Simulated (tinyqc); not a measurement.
Energy and delay of logic against supply voltage: energy and delay against supply voltage.

One expression serves below and above threshold: I(Vg) = Ik [ln(1 + exp((Vg - VT + dd V)/(al nf Vt)))]^al, with I_on = I(V) and I_off = I(0). Gate delay td = kd C V/I_on, clock period LD td. Per gate and cycle the switching energy is act C V^2 and the leakage energy I_off V LD td. No short-circuit current, no variation. Minima are sought above 0.09 V; below a few Vt gates no longer switch and the model has no meaning.

EDP = energy times td.

Values chosen for this exercise; values of the order met in logic technologies:
- T = 358 K (temperature)
- VT = 0.28 V (threshold voltage at zero drain bias)
- nf = 1.18 (slope factor)
- dd = 0.11 (barrier lowering per volt of supply)
- Ik = 1.2 uA (specific current of a gate)
- al = 1.44 (exponent of the current law)
- C = 0.44 fF (load capacitance of a gate)
- kd = 1.1 (delay factor)
- LD = 16 (logic depth)
- act = 0.02 (activity factor)

Constants: q = 1.602176634e-19 C, kB = 1.380649e-23 J/K, Vt = kB T/q. Results are converted to the units shown.

Energy and delay against supply voltage:
```
V (V),I_on (uA),I_off (nA),td (ps),switching (aJ),leakage (aJ),energy (aJ),EDP (fJ ps)
0.16,0.065405,0.88434,1184.0,0.22528,2.6805,2.9057,3.4404
0.28,1.2513,1.2691,108.31,0.68992,0.61579,1.3057,0.14142
0.39,5.7523,1.7667,32.814,1.3385,0.36175,1.7002,0.055792
0.51,13.835,2.5332,17.842,2.2889,0.36881,2.6577,0.047418
0.62,23.056,3.5230,13.015,3.3827,0.45485,3.8376,0.049946
0.74,34.623,5.0448,10.344,4.8189,0.61788,5.4368,0.056240
0.85,46.404,7.0048,8.8657,6.3580,0.84460,7.2026,0.063856
0.97,60.390,10.009,7.7741,8.2799,1.2076,9.4876,0.073757
1.08,74.155,13.863,7.0490,10.264,1.6887,11.953,0.084257
1.2,90.116,19.742,6.4450,12.672,2.4429,15.115,0.097416
```

td falls from 1180 to 6.45 ps; the energy goes from 2.91 through a minimum of 1.31 (at V = 0.28 V among the rows listed) to 15.1 aJ and the EDP goes from 3.44 through a minimum of 0.0474 (at V = 0.51 V among the rows listed) to 0.0974 fJ ps. The exact minima lie at V = 0.285 V for the energy and 0.512 V for the EDP. Going from 1.2 V to the energy minimum saves a factor of 11.6 in energy and costs a factor of 15.6 in delay. Below the minimum the leakage energy rises faster than the switching energy falls, because the clock period grows so steeply.

Program tinyqc, `OMP_NUM_THREADS=1 python tinyqc.py 2082056 2082057 out.jsonl`; Intel Xeon 2.30GHz, shared host, one thread, about 0.01 s.
